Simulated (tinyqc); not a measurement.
Worked calculation: heterojunction of two tight-binding chains. Values are carried at full precision from step to step, so a last printed digit may differ when a step is redone from the rounded ones.

Left chain: hopping -t1, sites at 2 t1 (band bottom 0). Right chain: hopping -t2, sites at dE + 2 t2 (bottom dE). t = c/(m a^2), c = hbar^2/2m0. The bond across the interface is -tc with tc = f sqrt(t1 t2), and the last left site has the extra energy U. In a chain E = bottom + 2t (1 - cos(ka)); the surface Green function of a half chain is g = -exp(ika)/t, with Im k > 0 where cos(ka) > 1.

Constants: hbar^2/2m0 = 3.80998211 eV angstrom^2.

Inputs chosen for the exercise (masses and offset of the size met at GaN / AlGaN; not measured data):
```
symbol  value  unit      meaning
a       4      angstrom  site spacing
m1      0.208  m0        mass on the left
m2      0.225  m0        mass on the right
f       0.96             factor on the interface hopping
dE      0.38   eV        band offset
E       0.434  eV        electron energy
U       0.3    eV        extra energy on the last left site
```

## Hoppings

Form t1, t2 and tc.

t1 = 1.1448 eV
t2 = 1.0583 eV
tc = 1.0567 eV

## Wave numbers and velocities

The left chain has hopping t1 and band bottom 0, the right one t2 and dE. cos(ka) = 1 - (E - bottom)/(2t); dE/dk = 2 t a sin(ka).

ka (rad): left 0.62587, right 0.22637

dE/dk (eV angstrom): left 5.3652, right 1.9002

## Self-energies on the last left site

Hoppings t1 (left), t2 (right), tc (interface); g is the surface Green function of a half chain. The rest of the left chain gives S1 = t1^2 g1 = -t1 exp(i k1 a); the right chain gives S2 = tc^2 g2 = -(tc^2/t2) exp(i k2 a).

S1 = -0.92783-0.67065i eV
S2 = -1.02816-0.23680i eV

## Transmission

The last site of the left chain has energy 2 t1 + U, and S1, S2 are the self-energies of the two half chains on it. G = 1/(E - 2 t1 - U - S1 - S2); T = 4 Im(S1) Im(S2) |G|^2.

G = -0.2313-1.0511i 1/eV
T = 0.7358

A fraction 0.2642 is reflected although the electron lies above the step.

## Checks

- T from the Green function against 1 - |r|^2 from matching plane waves: both 0.735800.

(tinyqc, `OMP_NUM_THREADS=1 python tinyqc.py 1451231 1451232 out.jsonl`, Intel(R) Xeon(R) Processor @ 2.30GHz, 1 thread, shared host, about 0.01 s.)
